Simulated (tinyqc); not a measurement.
Raising U: Hubbard chain of 2 sites, mean field against exact. Computed by the program tinyqc. 

one-body matrix (hopping and site energies) (eV):
```
         1        2
1   0.0000  -1.0800
2  -1.0800   0.0000
```

electrons, up and down: 1  1

Collinear unrestricted mean field (the lowest of 40 random starts) against exact diagonalisation.

Exact and mean-field results (eV):
```
U            U/t    E exact  E mean field  mean |n_up - n_down|  double occupancy, exact  first gap in the sector
0.5400    0.5000  -1.906810     -1.890000                0.0000                   0.2190                   1.9068
1.0800    1.0000  -1.686477     -1.620000                0.0000                   0.1894                   1.6865
2.1600    2.0000  -1.334953     -1.080000                0.0005                   0.1382                   1.3350
3.2400    3.0000  -1.080000     -0.720000                0.7454                   0.1000                   1.0800
4.3200    4.0000  -0.894701     -0.540000                0.8660                   0.0732                   0.8947
6.4800    6.0000  -0.653995     -0.360000                0.9428                   0.0420                   0.6540
8.6400    8.0000  -0.509907     -0.270000                0.9682                   0.0264                   0.5099
12.9600  12.0000  -0.350520     -0.180000                0.9860                   0.0128                   0.3505
21.6000  20.0000  -0.213882     -0.108000                0.9950                   0.0049                   0.2139
```

In absolute terms mean field is worst at U/t = 3.0, 0.360 eV too high: at small U it is nearly exact, and at large U it misses only exchange-scale energies. For the symmetric dimer the instability lies at U = 2t. Its local moments set in at U/t = 3.0 of those listed, a broken symmetry that the exact state of a finite cluster with equal spins does not have. Relative to the exact energy its error is 0.9 % at the smallest U, 50 % at most and 50 % at the largest. The double occupancy falls from 0.219 to 0.005; at the largest U the first gap is 0.99 times the exchange scale 4t^2/U.
